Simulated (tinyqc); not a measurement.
Worked calculation: band-to-band tunnelling across a p-n junction in a two-band chain. Values are carried at full precision from step to step, so a last printed digit may differ when a step is redone from the rounded ones.

Sites alternate A at -Eg/2 and C at +Eg/2 with hopping -t; near the edges, with k counted from the zone boundary pi/a, E^2 = (Eg/2)^2 + (t a k)^2, so t = sqrt(c Eg/m)/a gives the mass m, c = hbar^2/2m0. In the gap cosh(q a) = 1 + (Eg^2/4 - e^2)/(2 t^2), e the energy from the local mid-gap. The potential is V0 = Eg + ov on the p side (left), 0 on the n side, and falls linearly over the 2N sites of the junction, V_j = V0 (1 - j/(2N + 1)), j = 1 to 2N, site 1 being A. E = Eg/2 + x ov. A half chain that ends on a site of level e1 with neighbour e2 has g = (1 + z)/(E - e1), z = exp(-/+ i k a) the root with Im g < 0, cos(k a) = (E - e1)(E - e2)/(2 t^2) - 1. S_L = t^2 g (ending on C, shifted by V0), S_R = t^2 g (starting on A). T = 4 Im(S_L) Im(S_R) |G_(1,2N)|^2.

Constants: hbar^2/2m0 = 3.80998211 eV angstrom^2.

Inputs chosen for the exercise (gap and mass near those of InSb; the results hold for these values, not for the real material): Eg = 0.184 eV (gap); m = 0.0138 m0 (mass of electron and light hole); a = 4 angstrom (period (two sites)); ov = 0.2 eV (overlap: top of the valence band on the p side above the conduction edge on the n side); N = 4 (periods in the small junction); x = 0.37 (energy above the n-side conduction edge, as a share of ov).

## Hopping, field and tunnelling length

Form t, V0, E, the field F = V0/((2N + 1) a/2) (1 V/angstrom = 100 MV/cm) and the length Eg/F over which E lies in the gap.

t = 1.7818 eV
V0 = 0.3840 eV
E = 0.1660 eV
F = 2.133 MV/cm
tunnelling length = 8.62 angstrom

So short a junction keeps the matrix small; its field is of the size of the 1 to 3 MV/cm of tunnel diodes.

## Self-energies of the two sides

Form cos(k a) and S for each side.

cos(k a): left -0.993849, right -0.996993

S_L, S_R (eV): -0.06300-1.13424i  0.03700-0.95356i

## Recursive Green function

g_1 = 1/(E - e_1 - S_L); g_j = 1/(E - e_j - t^2 g_(j-1)), with S_R also subtracted at the last site; G_1j = G_1(j-1) (-t) g_j, G_11 = g_1; e_j is the site level plus V_j. The self-energies stand in the order S_L, S_R.

Sweep:
```
j,e_j (eV),g_j (1/eV),G_1j (1/eV)
1,0.2493,-0.0158-0.8814i,-0.0158-0.8814i
2,0.3907,-0.0222-0.3560i,0.5584-0.0449i
3,0.1640,0.0565-0.8812i,0.0142+0.8813i
4,0.3053,-0.0402-0.3529i,-0.5531+0.0721i
5,0.0787,0.1652-0.8609i,0.0522-0.8696i
6,0.2200,-0.0741-0.3502i,0.5495-0.0823i
7,-0.0067,0.2909-0.7927i,-0.1686+0.8188i
8,0.1347,-0.0720-0.2689i,-0.4139+0.0242i
```

T = 0.7438

## WKB for the same field

T = exp(-2 I/F), I = integral of q de across the gap. Continuum: q = sqrt(Eg^2/4 - e^2)/(t a), I = pi Eg^2/(8 t a). Lattice: q from the cosh formula, 12 Gauss-Legendre points in u with e = (Eg/2) sin(u), u from -pi/2 to pi/2. F in V/angstrom is the value in MV/cm over 100.

I (eV/angstrom): continuum 0.001865, lattice 0.001865

T by WKB: continuum 0.8396, lattice 0.8396

The chain gives 0.7438, 0.886 times the lattice WKB value; the exponent is only 0.17, and reflections at the two kinks of the potential count.

## Checks

- G_(1,2N) from the sweep against inversion of the whole matrix (size): both 0.41463.

Computed by tinyqc, a small Python program: `OMP_NUM_THREADS=1 python tinyqc.py 1451710 1451711 out.jsonl` (the numbers bound the seed that draws the inputs); one thread of a shared host (Intel(R) Xeon(R) Processor @ 2.30GHz), about 0.01 s for the whole set of steps.
